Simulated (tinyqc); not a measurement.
Worked calculation: plane-wave Kohn-Sham cycle with exchange-only LDA in a layered model solid. One step of it, computed by the program tinyqc.

Problem. Iteration 1: levels at that k. Diagonalise the Hermitian matrix.

H (hartree), lower triangle:
```
           -3         -2         -1         +0         +1         +2        +3
-3   0.869244
-2  -0.165000   0.266851
-1   0.000000  -0.165000  -0.094585
+0   0.000000   0.000000  -0.165000  -0.215064
+1   0.000000   0.000000   0.000000  -0.165000  -0.094585
+2   0.000000   0.000000   0.000000   0.000000  -0.165000   0.266851
+3   0.000000   0.000000   0.000000   0.000000   0.000000  -0.165000  0.869244
```

Give: eigenvalues.

Solution.

eigenvalues (hartree): -0.4122  -0.1622  0.0163  0.2905  0.3091  0.9132  0.9133
